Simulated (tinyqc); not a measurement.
Transfer-length model of a contact: course of the iteration.

A metal contact of length d and width W on a thin layer of the same width. The metal has no resistance, the sheet resistance under it equals Rsh, and current enters the layer at the front edge x = 0.

A = Lt coth(d/Lt) is solved for Lt, starting from Lt = A. Lt(new) = A tanh(d/Lt).

Stop when Lt changes by less than 1e-9 of itself, or after 40 iterations.

Parameters, values chosen for the exercise: contact length d = 0.37 um.

A = 14.9447 um

Course of the iteration:
```
iteration   Lt (um)  relative change
1          0.369924            0.975
2           11.3831             29.8
3          0.485597            0.957
4           9.59781             18.8
5          0.575839            0.940
6           8.46806             13.7
7          0.652571            0.923
8           7.66877             10.8
9          0.720487            0.906
...             ...              ...
32          4.38433             2.58
33          1.25822            0.713
34          4.27229             2.40
35          1.29105            0.698
36          4.16944             2.23
37          1.32273            0.683
38          4.07465             2.08
39          1.35334            0.668
40          3.98700             1.95
```

Did this iteration meet its convergence test, and what does its course show?

No. Not converged within 40 iterations: the values swing above and below the root and close in slowly. The plain step multiplies the error by -2x/sinh(2x) = -0.98 with x = d/Lt = 0.16, which nears -1 for a contact short against Lt. A rerun with the geometric mean of the old value and the plain step converges in 6 iterations, to 2.3418 um.

Computed by the program tinyqc: `OMP_NUM_THREADS=1 python tinyqc.py 2760039 2760040 out.jsonl`, one thread of a shared Intel Xeon 2.30GHz, about 0.01 s for the whole run.
